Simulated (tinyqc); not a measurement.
Lattice vibrations of a chain, step by step. One step of it, computed by the program tinyqc.

Question. Dynamical matrix at q = 0.18. q is in units of 2 pi/a. A spring k from atom i to atom j, n cells on, adds k to Phi_ii and Phi_jj, -k exp(2 pi i q n) to Phi_ij and the conjugate to Phi_ji (for one atom a cell: 2k (1 - cos 2 pi q n)); D_ij = Phi_ij / sqrt(m_i m_j).

A chain moving along its axis:
```
atom,mass (u),spring to the next atom (eV/angstrom^2)
1,63.600000,18.100000
2,72.800000,29.000000
3,28.100000,26.900000
4,118.700000,29.900000
second neighbours,-,1.100000
```

Give: D(q).

Answer.

D(q) (eV/(angstrom^2 u)):
```
,1,2,3,4
1,0.789,-0.266,-0.037+0.024i,-0.147+0.311i
2,-0.266,0.677,-0.641,-0.017+0.011i
3,-0.037-0.024i,-0.641,2.068,-0.466
4,-0.147-0.311i,-0.017-0.011i,-0.466,0.497
```
